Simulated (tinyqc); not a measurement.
Worked calculation: empirical pseudopotential in a few plane waves. One step of it, computed by the program tinyqc.

Problem. Levels at k. Diagonalise the Hermitian matrix.

H(k) at k (eV):
```
           +0+0+0     -1-1-1     -1-1+1     -1+1-1     -1+1+1     +1-1-1     +1-1+1     +1+1-1
+0+0+0   1.967882   2.116549  -2.116549  -2.116549  -2.116549  -2.116549  -2.116549  -2.116549
-1-1-1   2.116549  12.095821   0.000000   0.000000  -0.761919   0.000000  -0.761919  -0.761919
-1-1+1  -2.116549   0.000000   4.401728   0.761919   0.000000   0.761919   0.000000   0.000000
-1+1-1  -2.116549   0.000000   0.761919  19.004802   0.000000   0.761919   0.000000   0.000000
-1+1+1  -2.116549  -0.761919   0.000000   0.000000  11.310709   0.000000   0.761919   0.761919
+1-1-1  -2.116549   0.000000   0.761919   0.761919   0.000000  16.178401   0.000000   0.000000
+1-1+1  -2.116549  -0.761919   0.000000   0.000000   0.761919   0.000000   8.484308   0.761919
+1+1-1  -2.116549  -0.761919   0.000000   0.000000   0.761919   0.000000   0.761919  23.087382
+1+1+1   2.116549   0.000000  -0.761919  -0.761919   0.000000  -0.761919   0.000000   0.000000
-2+0+0   0.000000  -2.116549  -2.116549  -2.116549   2.116549   0.365586  -0.365586  -0.365586
+0-2+0   0.000000  -2.116549  -2.116549   0.365586  -0.365586  -2.116549   2.116549  -0.365586
+0+0-2   0.000000  -2.116549   0.365586  -2.116549  -0.365586  -2.116549  -0.365586   2.116549
+0+0+2   0.000000  -0.365586   2.116549  -0.365586  -2.116549  -0.365586  -2.116549   0.365586
+0+2+0   0.000000  -0.365586  -0.365586   2.116549  -2.116549  -0.365586   0.365586  -2.116549
+2+0+0   0.000000  -0.365586  -0.365586  -0.365586   0.365586   2.116549  -2.116549  -2.116549

           +1+1+1     -2+0+0     +0-2+0     +0+0-2     +0+0+2     +0+2+0     +2+0+0
+0+0+0   2.116549   0.000000   0.000000   0.000000   0.000000   0.000000   0.000000
-1-1-1   0.000000  -2.116549  -2.116549  -2.116549  -0.365586  -0.365586  -0.365586
-1-1+1  -0.761919  -2.116549  -2.116549   0.365586   2.116549  -0.365586  -0.365586
-1+1-1  -0.761919  -2.116549   0.365586  -2.116549  -0.365586   2.116549  -0.365586
-1+1+1   0.000000   2.116549  -0.365586  -0.365586  -2.116549  -2.116549   0.365586
+1-1-1  -0.761919   0.365586  -2.116549  -2.116549  -0.365586  -0.365586   2.116549
+1-1+1   0.000000  -0.365586   2.116549  -0.365586  -2.116549   0.365586  -2.116549
+1+1-1   0.000000  -0.365586  -0.365586   2.116549   0.365586  -2.116549  -2.116549
+1+1+1  15.393289  -0.365586  -0.365586  -0.365586  -2.116549  -2.116549  -2.116549
-2+0+0  -0.365586  13.587533   0.761919   0.761919  -0.761919  -0.761919   0.000000
+0-2+0  -0.365586   0.761919  10.761131   0.761919  -0.761919   0.000000  -0.761919
+0+0-2  -0.365586   0.761919   0.761919  25.364206   0.000000  -0.761919  -0.761919
+0+0+2  -2.116549  -0.761919  -0.761919   0.000000   9.976020   0.761919   0.761919
+0+2+0  -2.116549  -0.761919   0.000000  -0.761919   0.761919  24.579094   0.761919
+2+0+0  -2.116549   0.000000  -0.761919  -0.761919   0.761919   0.761919  21.752693
```

Give: eigenvalues.

Solution.

eigenvalues (eV): [-0.670, 2.953, 6.528, 7.046, 10.464, 11.786, 12.080, 15.053, 15.754, 17.364, 18.232, 22.270, 23.873, 25.435, 29.778]
